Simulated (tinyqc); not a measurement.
From one set of inputs to another, one input at a time: Berg model of reactive sputtering of a nitride or oxide: poisoning, hysteresis and pumping speed. Computed by tinyqc, a small Python program. Command: `OMP_NUM_THREADS=1 python tinyqc.py 3007081 3007082 out.jsonl berg ladder`. One thread of a shared host (Intel(R) Xeon(R) Processor @ 2.30GHz), about 0.04 s of CPU time with the checks.

A diatomic gas reacts with bare metal on the target and on the collecting surfaces; ions remove metal and compound from the target. theta_t and theta_c are the compound fractions.

The inputs printed are set A. Set A is close to those used for titanium dioxide; the values taken over come from a set close to those used for tantalum nitride. Inputs not listed in the table keep their values of set A, so the rows need not describe a real material.

Inputs (values chosen for the exercise, close to those used for titanium dioxide):

| quantity | value | unit |
|---|---|---|
| ion current density J | 6 | mA/cm^2 |
| target area A_t | 240 | cm^2 |
| collecting area A_c | 1700 | cm^2 |
| metal yield Y_m | 0.5 | - |
| compound yield Y_c | 0.031 | - |
| sticking coefficient alpha | 0.11 | - |
| reactive atoms per metal atom z | 2 | - |
| gas mass M | 32 | u |
| pumping speed S | 290 | l/s |
| gas temperature T | 300 | K |
| reactive partial pressure P | 0.0059 | Pa |

Constants: e = 1.602176634e-19 C; u = 1.6605390666e-27 kg; k_B = 1.380649e-23 J/K.

Method. Ion flux j = J/e; gas flux F = P/sqrt(2 pi M k_B T). Target: (2/z) alpha F (1 - theta_t) = j Y_c theta_t. Sputtered flows F_c = j Y_c theta_t A_t, F_m = j Y_m (1 - theta_t) A_t. Collector: (2/z) alpha F (1 - theta_c) A_c + F_c (1 - theta_c) = F_m theta_c. Gas use Q = alpha F [(1 - theta_t) A_t + (1 - theta_c) A_c] + P S/(k_B T); 1 sccm = 4.4780e17 molecules/s. Rate R = F_m + F_c, given relative to j Y_m A_t. P is a single-valued function of the flow Q only if dQ/dP > 0 everywhere: S must exceed k_B T times the steepest fall of the surface terms with P.

Each row keeps all changes above it:

| input moved | from | to | critical pumping speed (l/s) | rate relative to clean metal | pressure of the steepest fall (Pa) |
|---|---|---|---|---|---|
| set A | - | - | 129.2 | 0.4367 | 0.0116 |
| target area A_t (cm^2) | 240 | 170 | 121.3 | 0.4367 | 0.0098 |
| ion current density J (mA/cm^2) | 6 | 27 | 121.3 | 0.7651 | 0.0441 |
| pumping speed S (l/s) | 290 | 67 | 121.3 | 0.7651 | 0.0441 |
| compound yield Y_c | 0.031 | 0.21 | 25.0 | 0.9727 | 0.1730 |
| sticking coefficient alpha | 0.11 | 0.83 | 188.6 | 0.8427 | 0.0229 |
| reactive partial pressure P (Pa) | 0.0059 | 0.0048 | 188.6 | 0.8652 | 0.0229 |
| collecting area A_c (cm^2) | 1700 | 1600 | 179.9 | 0.8652 | 0.0237 |

Where does the difference come from?

Critical pumping speed goes from 129 to 180, a factor 1.39 in all. The largest single move comes from sticking coefficient alpha (a factor 7.55), and compound yield Y_c works against it (a factor 0.206). Rate relative to clean metal goes from 0.437 to 0.865, a factor 1.98 in all. The largest single move comes from ion current density J (a factor 1.75), and sticking coefficient alpha works against it (a factor 0.866). Pressure of the steepest fall goes from 0.0116 to 0.0237, a factor 2.04 in all. The largest single move comes from sticking coefficient alpha (a factor 0.133), but it runs against the net change; the largest move in the direction of the net change is ion current density J (a factor 4.50). The single moves hold for this order of the switches; the total does not depend on the order.

Extremes, crossings and ranges named in words are read from the listed rows.
